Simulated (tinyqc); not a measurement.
# Shape of the distribution and failure rate

For F(t) = 1 - exp(-(t/t63)^beta): mean t63 Gamma(1 + 1/beta), median t63 (ln 2)^(1/beta), deviation t63 sqrt(Gamma(1 + 2/beta) - Gamma(1 + 1/beta)^2), failure rate (beta/t63)(t/t63)^(beta - 1).

Values chosen for this exercise:

| symbol | value | unit | meaning |
|---|---|---|---|
| t63 | 330 | s | characteristic time of a test capacitor |

Shape of the distribution and failure rate:
```
beta  mean (s)  median (s)  deviation/mean  rate at 0.01 t63 (1/s)  rate at t63 (1/s)
0.5      660.0       158.5           2.236                 0.01515           0.001515
0.7      417.7       195.5           1.462                0.008445           0.002121
1        330.0       228.7           1.000                0.003030           0.003030
1.3      304.8       248.9          0.7757                9.895e-4           0.003939
1.7      294.4       266.0          0.6055                2.051e-4           0.005152
2.2      292.3       279.4          0.4798                2.654e-5           0.006667
3        294.7       292.0          0.3634                9.091e-7           0.009091
4        299.1       301.1          0.2805                1.212e-8            0.01212
```

What does the comparison show?

The relative spread falls from 2.24 to 0.281. For beta < 1 the rate falls with time (early failures), at 1 it is constant, 0.00303 1/s, and above 1 it grows (wear-out): the early rate goes from 10.0 times the rate at t63 to 1.00e-6 times.

tinyqc, about 0.01 s, one thread, Intel Xeon 2.30GHz (shared host): `OMP_NUM_THREADS=1 python tinyqc.py 2070037 2070038 out.jsonl`
